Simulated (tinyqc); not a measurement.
# Composition and strain of an epitaxial Si(1-x)Ge(x) layer from Raman and X-ray peaks, step by step

A worked calculation. Computed by tinyqc, a small Python program that keeps every step. Command: `OMP_NUM_THREADS=1 python tinyqc.py 3002010 3002011 out.jsonl epiraman walk`. One thread of a shared host (Intel(R) Xeon(R) Processor @ 2.30GHz), about 0.01 s of CPU time with the checks. Intermediate numbers are printed to about 6 digits and carried at full precision; extremes and crossings named in words are read from the listed rows.

A (001) layer, biaxially strained in the plane. The Raman peaks follow empirical lines omega = w0 + c1 x + c3 x^3 + b eps (c3 for Si-Ge alone), with eps the in-plane strain.

Inputs (values chosen for the exercise, modelled on silicon-germanium):
```
quantity                        value      unit
Ge fraction x                    0.45         -
degree of relaxation R              0         -
Ge fraction y of the buffer      0.68         -
lattice constant of Si          5.431  angstrom
lattice constant of Ge          5.658  angstrom
bowing B                        0.025  angstrom
2 C12/C11 of Si                 0.767         -
2 C12/C11 of Ge                 0.752         -
Si-Si: w0                       520.8      1/cm
Si-Si: c1                       -65.9      1/cm
Si-Si: strain coefficient b      -773      1/cm
Si-Ge: w0                       400.1      1/cm
Si-Ge: c1                        25.7      1/cm
Si-Ge: c3                       -33.6      1/cm
Si-Ge: strain coefficient b      -570      1/cm
Ge-Ge: w0                       280.3      1/cm
Ge-Ge: c1                        18.7      1/cm
Ge-Ge: strain coefficient b      -421      1/cm
uncertainty of a Raman peak       0.3      1/cm
X-ray wavelength             1.540598  angstrom
```

Substrate: relaxed alloy buffer. Pair of peaks used: Si-Si and Si-Ge.

## Lattice constants and strain

Relaxed lattice constant a(x) = a_Si + (a_Ge - a_Si) x - B x (1 - x). In-plane constant a_par = a_sub + R (a(x) - a_sub); eps = a_par/a(x) - 1; eps_perp = -(2 C12/C11) eps with 2 C12/C11 linear in x; a_perp = a(x) (1 + eps_perp). The buffer has a_sub = a(y).

relaxed constant a(x) = 5.52696 angstrom

substrate constant a_sub = 5.57992 angstrom

a_par = 5.57992 angstrom

in-plane strain eps = 9.58166 per mille

strain along the normal = -7.28446 per mille

a_perp = 5.48670 angstrom

The layer is under tension in the plane and is shortened along the normal.

## Raman peaks

Insert x and eps in the three lines; the strain part is b eps.

Si-Si peak = 483.738 1/cm

Si-Ge peak = 403.142 1/cm

Ge-Ge peak = 284.681 1/cm

strain parts (1/cm): Si-Si -7.40663, Si-Ge -5.46155, Ge-Ge -4.03388

Read as unstrained, the Si-Si peak would give x = 0.562 in place of 0.45.

## X-ray (004) reflection

Bragg angle theta = arcsin(2 lambda/a) for (004), for the substrate with a_sub and the layer with a_perp; separation in arc seconds.

theta of the substrate = 33.5176 degree

theta of the layer = 34.1648 degree

separation, layer less substrate = 2329.84 arcsec

## Back from two peaks to composition and strain

Unknowns x and eps (per mille). Newton steps: J d = (measured - model), J = [d omega/dx, d omega/d eps] for the two peaks; start at x = 0.5, eps = 0; stop when |d| < 1e-9. The peaks are rounded to 0.001 per cm; R = (a(x)(1 + eps) - a_sub)/(a(x) - a_sub).

peaks used (1/cm): Si-Si 483.738, Si-Ge 403.142

Iterations:
```
step         x  eps (per mille)  residual 1 (1/cm)  residual 2 (1/cm)
0     0.500000          0.00000             -4.112       -5.60800e+00
1     0.447532          9.79257              0.000        1.33894e-01
2     0.450006          9.58160              0.000        2.76776e-04
3     0.450012          9.58116              0.000        1.19690e-09
4     0.450012          9.58116              0.000                  0
```

recovered x = 0.450012

recovered eps = 9.58116 per mille

recovered R = 0

## Which pair of peaks is best

For each pair invert J = [d omega/dx, d omega/d eps] at the true x. Independent errors of the given size in both peaks give sigma_x and sigma_eps = uncertainty x (norm of the rows of the inverse of J).

Error propagation:
```
pair                det J     sigma_x  sigma_eps (per mille)
Si-Si and Si-Ge   41.6506  0.00691777               0.476188
Si-Si and Ge-Ge    42.199  0.00625757               0.486991
Si-Ge and Ge-Ge  8.432752   0.0252095               0.691351
```

The pair Si-Si and Ge-Ge fixes x best (sigma_x = 0.0063) and Si-Ge and Ge-Ge worst (0.025), a factor 4.0. Strain moves all peaks the same way, so a good pair needs different ratios of composition slope to strain coefficient, best of opposite sign; the slopes here are -65.9, 5.3 and 18.7 per cm for Si-Si, Si-Ge and Ge-Ge. Errors in the coefficients themselves are not counted.

## Relaxation at fixed composition

(004) Bragg angle theta = arcsin(2 lambda/a), with a = a_perp for the layer and a_sub for the substrate; separation = layer less substrate. The apparent x is the one that a fully strained layer (R = 0) would need to give the same a_perp.

Signatures; columns: (1) R; (2) eps (per mille); (3) Si-Si (1/cm); (4) Ge-Ge (1/cm); (5) a_perp (angstrom); (6) (004) separation (arcsec); (7) apparent x if R = 0 is assumed:
```
(1)       (2)      (3)      (4)      (5)      (6)       (7)
0.00  9.58166  483.738  284.681  5.48670  2329.84  0.450000
0.15  8.14441  484.849  285.286  5.49274  2175.96  0.465228
0.30  6.70717  485.960  285.891  5.49878  2022.49  0.480408
0.50  4.79083  487.442  286.698  5.50683  1818.52  0.500576
0.70  2.87450  488.923  287.505  5.51488  1615.28  0.520662
0.85  1.43725  490.034  288.110  5.52092  1463.32  0.535672
1.00  0.00000  491.145  288.715  5.52696  1311.77  0.550638
```

Full relaxation moves the Si-Si peak by +7.41 per cm and shrinks the X-ray separation to 56 % of its strained value, about 1/(1 + 2 C12/C11). A symmetric reflection alone cannot part x from R: a relaxed layer read as strained gives x = 0.551 in place of 0.45. An asymmetric reflection or a second peak is needed.

Checks made by the program: recovered composition (relative difference 3e-05).
